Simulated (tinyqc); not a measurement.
Crystal pulling from the melt: segregation, interface stability, heat balance and point-defect regime: one step, computed by the program tinyqc.

A dilute solute; steady pulling with a flat interface unless it is found unstable.

Question. Concentration at the frozen fraction g. Axial profile: C_s = k_eff C0 (1 - g)^(k_eff - 1); bulk melt C_L = C_s/k_eff. Usable fraction: the g at which C_s has changed by 30 % from its first value (0.99 at most).

Inputs (values chosen for the exercise, modelled on gallium in silicon): initial melt concentration C0 = 1.4e+20 1/cm^3; frozen fraction g = 0.71.

Loss from the melt surface: none.

k_eff = 0.01040177

Give: C_s; C_L; usable fraction.

Answer.

C_s = 4.9573e+18 1/cm^3

C_L = 4.7658e+20 1/cm^3

usable fraction = 0.23289

C_s rises along the crystal.
